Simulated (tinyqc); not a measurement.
Energy and delay of logic against supply voltage: one step of the calculation.

One expression serves below and above threshold: I(Vg) = Ik [ln(1 + exp((Vg - VT + dd V)/(al nf Vt)))]^al, with I_on = I(V) and I_off = I(0). Gate delay td = kd C V/I_on, clock period LD td. Per gate and cycle the switching energy is act C V^2 and the leakage energy I_off V LD td. No short-circuit current, no variation. Minima are sought above 0.09 V; below a few Vt gates no longer switch and the model has no meaning.

Task. Currents, delay and energies. I_on, I_off, td, clock frequency 1/(LD td), both energies and their sum.

Inputs (values chosen for the exercise); values of the order met in logic technologies:
- T = 300 K (temperature)
- VT = 0.27 V (threshold voltage at zero drain bias)
- nf = 1.18 (slope factor)
- dd = 0.03 (barrier lowering per volt of supply)
- Ik = 2.2 uA (specific current of a gate)
- al = 1.41 (exponent of the current law)
- C = 2 fF (load capacitance of a gate)
- kd = 1.1 (delay factor)
- LD = 40 (logic depth)
- act = 0.01 (activity factor)
- V = 0.45 V (supply voltage)

Constants: q = 1.602176634e-19 C, kB = 1.380649e-23 J/K, Vt = kB T/q. Results are converted to the units shown.

Find: I_on; I_off; td; clock frequency; switching energy; leakage energy; energy.

Result.

I_on = 18.398 uA
I_off = 0.48970 nA
td = 53.809 ps
clock frequency = 0.46460 GHz
switching energy = 4.0500 aJ
leakage energy = 0.47431 aJ
energy = 4.5243 aJ

I_on/I_off = 37600; leakage makes up 10.5 % of the energy.

Program tinyqc, `OMP_NUM_THREADS=1 python tinyqc.py 2082185 2082186 out.jsonl`; Intel Xeon 2.30GHz, shared host, one thread, about 0.01 s.
